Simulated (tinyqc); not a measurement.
Plane-wave Kohn-Sham cycle with exchange-only LDA in a layered model solid, step by step. One step of it, computed by the program tinyqc.

Problem. Iteration 1: potential. V_H(G) = 4 pi rho(G)/G^2 for G != 0 (uniform background); v_x = -(3 rho/pi)^(1/3); V = V_ext + V_H + v_x; Fourier components f(G_m) = (1/N) sum_j f(x_j) exp(-i G_m x_j).

A solid whose potential varies along x alone (atomic units):
```
parameter,value
period a,6.200000
cross-section of the cell,37.000000
electrons per cell,2
grid points,16
"plane waves -n..n, n",3
k points,2
V1 in V1 cos(2 pi x/a),-0.140000
```

density at the start, on the grid x_j = j a/N (e/bohr^3): 0.00871840  0.00871840  0.00871840  0.00871840  0.00871840  0.00871840  0.00871840  0.00871840  0.00871840  0.00871840  0.00871840  0.00871840  0.00871840  0.00871840  0.00871840  0.00871840

Give: Potentials on the grid; V(G_m), m = 0, 1, 2, ....

Solution.

Potentials on the grid (hartree):
```
x,V_ext,V_H,v_x,V
0.0000,-0.1400,0.0000,-0.2027,-0.3427
0.3875,-0.1293,0.0000,-0.2027,-0.3320
0.7750,-0.0990,0.0000,-0.2027,-0.3017
1.1625,-0.0536,0.0000,-0.2027,-0.2563
1.5500,0,0.0000,-0.2027,-0.2027
1.9375,0.0536,0.0000,-0.2027,-0.1491
2.3250,0.0990,0.0000,-0.2027,-0.1037
2.7125,0.1293,0.0000,-0.2027,-0.0733
3.1000,0.1400,0.0000,-0.2027,-0.0627
3.4875,0.1293,0.0000,-0.2027,-0.0733
3.8750,0.0990,0.0000,-0.2027,-0.1037
4.2625,0.0536,0.0000,-0.2027,-0.1491
4.6500,0,0.0000,-0.2027,-0.2027
5.0375,-0.0536,0.0000,-0.2027,-0.2563
5.4250,-0.0990,0.0000,-0.2027,-0.3017
5.8125,-0.1293,0.0000,-0.2027,-0.3320
```

V(G_m), m = 0, 1, 2, ... (hartree): -0.2027  -0.0700  0.0000  0.0000  0.0000  0.0000  0.0000
